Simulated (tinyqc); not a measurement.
Inside a calculation: complex band structure along [001] in sp3s* tight binding. Values are carried at full precision from step to step, so a last printed digit may differ when a step is redone from the rounded ones.

For k = (0, 0, kz) the phase sums are g0 = cos(phi) and g3 = i sin(phi), phi = kz a/4, and the s, pz, s* orbitals of anion (a) and cation (c) decouple from px, py. With z = exp(i phi), H(z) = H0 + z T + T^T/z for any complex z. H0 is diagonal (Esa, Epa, Exa, Esc, Epc, Exc). The anion-cation block is B(z) = z U + W/z and the cation-anion block z W^T + U^T/z, where U has Vss/2 (s,s), Vsapc/2 (s,z), -Vscpa/2 (z,s), Vxx/2 (z,z), Vxapc/2 (s*,z), -Vpaxc/2 (z,s*), and W has the same values with the s-z and s*-z signs reversed. |z| = 1 is a band state, |z| < 1 decays along [001] as exp(-kappa d) over a distance d, kappa = -(4/a) ln|z|. No spin-orbit coupling.

Values chosen for the exercise (out of a larger set: near a published set for AlAs, fitted to gaps, whose masses and valley positions are rough (light masses up to twice too heavy); not measured data): p = (-7.61, 0.973, -1.176, 3.616, 7.423, 6.676, -6.668, 1.86, 4.317, 5.054, 5.472, 4.558, 5.023) eV (order Esa, Epa, Esc, Epc, Exa, Exc, Vss, Vxx, Vxy, Vsapc, Vscpa, Vxapc, Vpaxc); dE = 0.83 eV (E - Ev); a = 5.662 angstrom (lattice constant).

## The layer matrices

Parameters in the order Esa, Epa, Esc, Epc, Exa, Exc, Vss, Vxx, Vxy, Vsapc, Vscpa, Vxapc, Vpaxc. Form H0 and T.

diagonal of H0 (eV): sa -7.6100, za 0.9730, s*a 7.4230, sc -1.1760, zc 3.6160, s*c 6.6760

T (eV):
```
,sa,za,s*a,sc,zc,s*c
sa,0.0000,0.0000,0.0000,-3.3340,2.5270,0.0000
za,0.0000,0.0000,0.0000,-2.7360,0.9300,-2.5115
s*a,0.0000,0.0000,0.0000,0.0000,2.2790,0.0000
sc,-3.3340,2.7360,0.0000,0.0000,0.0000,0.0000
zc,-2.5270,0.9300,-2.2790,0.0000,0.0000,0.0000
s*c,0.0000,2.5115,0.0000,0.0000,0.0000,0.0000
```

## Edges at Gamma

At z = 1 the levels follow from the blocks [[Esa, Vss], [Vss, Esc]] and [[Epa, Vxx], [Vxx, Epc]]: Ev is the lower p root, and the direct gap ends at the lower of the upper roots.

Ev = 0.0128 eV
EG (direct gap) = 2.9976 eV

## Complex wave vectors at one energy in the gap

Solve det(H0 - E + z T + T^T/z) = 0 with E = Ev + dE, as the linear problem [[0, 1], [-T^T, E - H0]] x = z [[1, 0], [0, T]] x. Roots come as z, -z, 1/z and conjugates; list those with 0 < |z| < 1 and Re z, Im z >= 0, by falling |z|. Re kz = arg(z)/(pi/2) in units of 2 pi/a, kappa = -(4/a) ln|z|.

Decaying roots:
```
Re z,Im z,|z|,Re kz (2 pi/a),kappa (1/angstrom)
0.7956,0.0000,0.7956,0.0000,0.1616
0.1602,0.4293,0.4583,0.7726,0.5513
```

The slowest root has kappa = 0.1616 1/angstrom at Re kz = 0.000: a purely imaginary k at Gamma. The probability falls by exp(-2 kappa d), a factor 25.3 over 1 nm.

## The px, py block

For px and py the determinant gives (E - Epa)(E - Epc) = Vxx^2 cos^2(phi) + Vxy^2 sin^2(phi). With phi = i kappa a/4 this is sinh^2(kappa a/4) = ((E - Epa)(E - Epc) - Vxx^2)/(Vxx^2 - Vxy^2), E = Ev + dE. Parameters in the order Esa, Epa, Esc, Epc, Exa, Exc, Vss, Vxx, Vxy, Vsapc, Vscpa, Vxapc, Vpaxc.

sinh^2(kappa a/4) = 0.20417
kappa of the heavy-hole branch = 0.3092 1/angstrom

This branch decays faster than the slowest root of the s-pz block (0.1616), by a factor 1.91 in kappa.

## Checks

- Largest distance of a level of the 6 x 6 block at kz = 0.37 (2 pi/a) from a level of the full matrix, against zero (eV): both 0.000000.

Run: tinyqc, `OMP_NUM_THREADS=1 python tinyqc.py 1452790 1452791 out.jsonl`; Intel(R) Xeon(R) Processor @ 2.30GHz, one thread, shared host; about 0.01 s of CPU time with all checks.
